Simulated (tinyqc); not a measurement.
# Surface Green function of a two-leg ladder, Sancho-Rubio decimation, step by step

Numbers from tinyqc (`OMP_NUM_THREADS=1 python tinyqc.py 2680103 2680104 out.jsonl`; about 0.1 s on one thread of a shared Intel Xeon 2.30GHz). Printed values are rounded.

A semi-infinite lead of cells 0, 1, 2, ... with H0 inside a cell and H1 = <cell i|H|cell i + 1>. One rung (site 1 on leg a, site 2 on leg b) is a cell; all hoppings enter with a minus sign. z = E + i eta.

Values chosen for this exercise: hopping along leg a ta = 0.6 eV; hopping along leg b tb = 0.48 eV; rung hopping tp = 0.45 eV; diagonal hopping from a to the next b td = 0.16 eV; site energy on leg b (0 on leg a) eb = 0.46 eV; energy E = -0.11 eV; broadening eta = 0.1 eV.

## The blocks

Read off from the list of hoppings.

H0 (eV):
```
	1	2
1	0	-0.45
2	-0.45	0.46
```

H1 (eV):
```
	1	2
1	-0.6	-0.16
2	0	-0.48
```

## Round 1: decimation

Start with e_s = e = H0, a = H1, b = H1^dagger. Each round: g = (z - e)^(-1); e_s <- e_s + a g b; e <- e + a g b + b g a; a <- a g a; b <- b g b (all with the old a, b). Round k joins cells 2^k apart.

g (1/eV):
```
	1	2
1	2.903705-1.985661i	2.490759-1.130652i
2	2.490759-1.130652i	0.357596-0.829883i
```

e_s after round 1 (eV):
```
	1	2
1	1.532714-0.953168i	0.294802-0.389363i
2	0.294802-0.389363i	0.542390-0.191205i
```

e after round 1 (eV):
```
	1	2
1	2.578048-1.668006i	1.290896-0.905614i
2	1.290896-0.905614i	1.081696-0.606911i
```

a after round 1 (eV):
```
	1	2
1	1.284447-0.823380i	1.087321-0.608931i
2	0.717339-0.325628i	0.273680-0.278039i
```

b after round 1 (eV):
```
	1	2
1	1.284447-0.823380i	0.717339-0.325628i
2	1.087321-0.608931i	0.273680-0.278039i
```

## Round 2: decimation

As before.

g (1/eV):
```
	1	2
1	-0.623024-0.300690i	0.733074+0.287119i
2	0.733074+0.287119i	-1.477493-0.630375i
```

e_s after round 2 (eV):
```
	1	2
1	0.5332963-0.4278827i	0.0098958-0.1497334i
2	0.0098958-0.1497334i	0.3758043-0.1589539i
```

e after round 2 (eV):
```
	1	2
1	0.9761554-0.7884887i	0.5162679-0.3349725i
2	0.5162679-0.3349725i	0.3763520-0.3811973i
```

a after round 2 (eV):
```
	1	2
1	-0.6930396+0.3027398i	-0.3150948+0.2583816i
2	-0.3578321+0.1748406i	-0.3035146+0.0560668i
```

b after round 2 (eV):
```
	1	2
1	-0.6930396+0.3027398i	-0.3578321+0.1748406i
2	-0.3150948+0.2583816i	-0.3035146+0.0560668i
```

## Round 3: decimation

As before.

g (1/eV):
```
	1	2
1	-0.714408-0.861635i	0.471818+0.889408i
2	0.471818+0.889408i	-1.292096-1.897555i
```

e_s after round 3 (eV):
```
	1	2
1	0.1635435-0.3239912i	-0.2437555-0.0828881i
2	-0.2437555-0.0828881i	0.2421231-0.1716664i
```

e after round 3 (eV):
```
	1	2
1	0.1961103-0.6125693i	0.0302102-0.1850189i
2	0.0302102-0.1850189i	0.1470865-0.3767946i
```

a after round 3 (eV):
```
	1	2
1	-0.4001263+0.0876842i	-0.2561087+0.1078914i
2	-0.2387310+0.0408485i	-0.1195496+0.0025321i
```

b after round 3 (eV):
```
	1	2
1	-0.4001263+0.0876842i	-0.2387310+0.0408485i
2	-0.2561087+0.1078914i	-0.1195496+0.0025321i
```

## Course of the decimation

Stop when the largest entry of a and b is below 1e-12 eV, or after 60 rounds. The last column is -Im Tr (z - e_s)^(-1)/pi. At the end g_s = (z - e_s)^(-1), and the bulk Green function is (z - e)^(-1).

Course of the iteration:
```
round	largest |a|, |b| (eV)	surface density of states (1/eV)
1	1.53	0.2101036
2	0.756	0.4698197
3	0.410	0.9142875
4	0.270	0.6433841
5	0.0753	0.6739361
6	5.99e-3	0.6691853
7	3.75e-5	0.6692122
8	1.47e-9	0.6692122
9	< 1e-12	0.6692122
```

Converged in 9 rounds, which stand for 2^9 cells. E lies inside a band (2 open mode(s)), where only eta damps the waves, over about v/eta cells with v the group velocity in eV a cell.

## Self-energy, Dyson check and densities of states

converged surface Green function g_s (1/eV):
```
	1	2
1	-0.286148-1.088996i	0.782288-0.395944i
2	0.782288-0.395944i	-1.069262-1.013396i
```

converged bulk Green function (1/eV):
```
	1	2
1	-0.307071-1.048502i	0.548288+0.489412i
2	0.548288+0.489412i	-0.937371-1.652612i
```

Sigma = H1 g_s H1^dagger is what the lead adds to one more cell, and (z - H0 - Sigma)^(-1) must give g_s back. Densities of states: -Im of the diagonals over pi.

Sigma (eV):
```
	1	2
1	0.0198130-0.4940026i	0.1431797-0.1918606i
2	0.1431797-0.1918606i	-0.2463579-0.2334865i
```

(z - H0 - Sigma)^(-1) (1/eV):
```
	1	2
1	-0.286148-1.088996i	0.782288-0.395944i
2	0.782288-0.395944i	-1.069262-1.013396i
```

```
orbital	surface density of states (1/eV)	bulk density of states (1/eV)
1	0.3466381	0.3337485
2	0.3225741	0.5260427
```

The surface cell holds 0.669 states per eV against 0.860 for a bulk cell.
